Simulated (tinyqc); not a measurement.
Changing the temperature T: Schottky barrier with interface states (Cowley-Sze model), image lowering and contact resistance. Computed by tinyqc, a small Python program. Command: `OMP_NUM_THREADS=1 python tinyqc.py 3015881 3015882 out.jsonl pinning sweep`. One thread of a shared host (Intel(R) Xeon(R) Processor @ 2.30GHz), about 0.02 s of CPU time with the checks.

An n-type semiconductor under a metal. The barrier lies between the Schottky-Mott limit phi_M - chi and the Bardeen limit E_g - E_n, E_n being the neutrality level of the interface states; the space-charge term of the full Cowley-Sze expression is left out.

Inputs (values chosen for the exercise, for a model semiconductor):
```
quantity                                       value         unit
gap E_g                                         1.44           eV
electron affinity chi                           4.34           eV
metal work function phi_M                       5.27           eV
neutrality level E_n above the valence band    0.916           eV
interface-state density D                    3.4e+13  cm^-2 eV^-1
dipole layer thickness delta                    0.24           nm
dipole layer constant eps_i                        1            -
dielectric constant eps_s                       12.5            -
electron mass m_e                             0.0556          m_0
valleys M_c                                        1            -
donor density N                              4.7e+15        cm^-3
reverse bias V_r                                0.62            V
```

Pinning factor from: interface states.

Constants: e = 1.602176634e-19 C; eps_0 = 8.8541878128e-12 F/m; k_B = 8.617333262e-05 eV/K; m_0 = 9.1093837015e-31 kg; k_B = 1.380649e-23 J/K; h = 6.62607015e-34 J s; hbar = 1.054571817e-34 J s.

Method:
- S = 1/(1 + e^2 D delta/(eps_i eps_0)); for D per eV, e^2 D is the number e x D in SI units, with 1 cm^-2 = 1e4 m^-2.
- phi_B = S (phi_M - chi) + (1 - S)(E_g - E_n); the hole barrier is E_g - phi_B.
- N_c = 2 M_c (2 pi m_e k_B T/h^2)^(3/2); xi = E_c - E_F solves N = N_c F_1/2(-xi/k_B T) (bisection; full ionisation).
- F_1/2(eta) = (2/sqrt(pi)) int_0^infinity sqrt(x)/(1 + exp(x - eta)) dx, by the trapezoid rule in t = sqrt(x) with step 0.02 up to t = 12 (for eta < -12 by exp(eta) - exp(2 eta)/2^(3/2)).
- V_bi = phi_B - xi; W = sqrt(2 eps_s eps_0 (V_bi + V_r - k_B T/e)/(e N)); field at the metal E_m = e N W/(eps_s eps_0); image lowering sqrt(e E_m/(4 pi eps_s eps_0)).
- A* = 4 pi e m_e M_c k_B^2/h^3 (a simple valley count); J_s = A* T^2 exp(-phi/k_B T).
- J_0 uses phi_B; the reverse current uses phi_B less the image lowering, times 1 - exp(-V_r/k_B T).
- E_00 = (e hbar/2) sqrt(N/(m_e eps_s eps_0)), E_0 = E_00 coth(E_00/k_B T); scaling form of the contact resistivity rho_c = (k_B/(e A* T)) exp(phi_B/E_0), which is the thermionic result when E_00 << k_B T and keeps only the leading exponential of tunnelling when E_00 >> k_B T; image lowering is left out of it.

One run for each value:
```
temperature T (K)  J_0 (A/cm^2)  contact resistivity rho_c (ohm cm^2)  E_00/k_B T
200                  1.2351e-12                            1.2575e+10    0.088589
250                  5.6567e-09                            3.6106e+06    0.070871
300                  1.6684e-06                            1.5024e+04    0.059059
350                  1.0166e-04                            2.9095e+02    0.050622
400                  2.2982e-03                            1.4804e+01    0.044295
450                  2.6715e-02                            1.4383e+00    0.039373
500                  1.9441e-01                            2.2015e-01    0.035436
```

Describe and explain the trends.

Over the rows, J_0 (A/cm^2) rises from 1.24e-12 to 0.194 (exponent d ln y / d ln x 38 between the first rows and 19 between the last); contact resistivity rho_c (ohm cm^2) falls from 1.26e10 to 0.220 (exponent d ln y / d ln x -37 between the first rows and -18 between the last); E_00/k_B T falls from 0.0886 to 0.0354 (exponent d ln y / d ln x about -1.0 throughout). A Richardson plot, ln(J_0/T^2) against 1/(k_B T), has slope -0.6879 eV, minus the barrier.
